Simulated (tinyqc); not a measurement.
# Conduction-band offset of an n-N heterojunction from carrier-profile moments: two studies

Layer 1 (x < 0) accumulates electrons and layer 2 (x > 0) is depleted. Boltzmann statistics. The bands bend down by V1 in layer 1 and up by V2 in layer 2, with V1 + V2 = VD = dE + Vt ln[(N2/Nc2)/(N1/Nc1)].

Parameters, values chosen for the exercise; values of the order of III-V alloys: temperature T = 200 K; relative permittivity of both layers eps_r = 12.8; density of states of the narrow-gap layer 1 Nc1 = 3.2e17 cm^-3; density of states of the wide-gap layer 2 Nc2 = 7.8e17 cm^-3; conduction-band offset dE = 0.18 eV; donor density in layer 1 N1 = 2.6e15 cm^-3; donor density in layer 2 N2 = 6.2e16 cm^-3; fixed charge at the interface si = 0 cm^-2.

Constants: q = 1.602176634e-19 C, kB = 1.380649e-23 J/K, Vt = kB T/q, eps0 = 8.8541878128e-14 F/cm where lengths are in cm. Results are converted to the units shown.

Each table varies one quantity; the others keep the values above.

## Effect of the doping of the wide-gap layer

Sheet densities from the first integral: Q1 = sqrt((2 eps0 eps_r Vt N1/q)(exp(u1) - u1 - 1)) extra electrons, Q2 = sqrt((2 eps0 eps_r Vt N2/q)(exp(-u2) + u2 - 1)) missing ones, u = V/Vt; neutrality Q1 = Q2 + si.

Result of one run:
```
N2 (cm^-3),VD (V),V1 (V),Q1 (cm^-2),n(0-)/Nc1
2e16,0.19981,0.069252,1.7907e11,0.45175
```

What becomes of these results when the donor density in layer 2 N2 is changed from 2e16 to 1.2e17 cm^-3, all else the same?

Result of the changed run:
```
N2 (cm^-3),VD (V),V1 (V),Q1 (cm^-2),n(0-)/Nc1
1.2e17,0.23069,0.099042,4.4074e11,2.5444
```

The whole series:
```
N2 (cm^-3),VD (V),V1 (V),Q1 (cm^-2),n(0-)/Nc1
1.8e15,0.15831,0.034208,5.2169e10,0.059134
3.3e15,0.16875,0.042096,7.1478e10,0.093451
6e15,0.17906,0.050592,9.7173e10,0.15300
1.1e16,0.18950,0.059777,1.3232e11,0.26069
2e16,0.19981,0.069252,1.7907e11,0.45175
3.6e16,0.20994,0.078852,2.4081e11,0.78852
6.5e16,0.22012,0.088695,3.2406e11,1.3959
1.2e17,0.23069,0.099042,4.4074e11,2.5444
```

Q1 rises from 5.22e10 to 4.41e11 cm^-2, as N2^(0.51) over the table, while VD grows by Vt ln 10 a decade and the share V1/VD rises from 0.216 to 0.429. For N2 = 3.6e16, 6.5e16, 1.2e17 n(0-) nears or passes Nc1, where degeneracy and quantisation lower Q1.

## Effect of the offset

Same model as above.

Results:
```
dE (eV),VD (V),V1 (V),Q1 (cm^-2),n(0-)/Nc1
0.06,0.09931,0.06157,1.403e11,0.2893
0.12,0.1593,0.07830,2.368e11,0.7637
0.19,0.2293,0.08914,3.284e11,1.432
0.31,0.3493,0.09985,4.513e11,2.666
0.37,0.4093,0.1035,5.031e11,3.301
0.44,0.4793,0.1071,5.580e11,4.050
0.5,0.5393,0.1096,6.015e11,4.697
```

Estimate the missing row, dE = 0.25 eV.

Computed row:
```
dE (eV),VD (V),V1 (V),Q1 (cm^-2),n(0-)/Nc1
0.25,0.2893,0.09524,3.938e11,2.041
```

With this row back in the table: Q1 rises from 1.40e11 to 6.01e11 cm^-2, as VD^(0.64) between the last two rows. Layer 1 takes 62.0 % of VD in the first row and 20.3 % in the last: accumulation charge grows exponentially with V1, so most of a large offset falls across the depleted side. For dE = 0.12, 0.19, 0.25, 0.31, 0.37, 0.44, 0.5 n(0-) nears or passes Nc1, where degeneracy and quantisation lower Q1.

Numbers from tinyqc (`OMP_NUM_THREADS=1 python tinyqc.py 2410055 2410056 out.jsonl`; about 0.08 s on one thread of a shared Intel Xeon 2.30GHz).
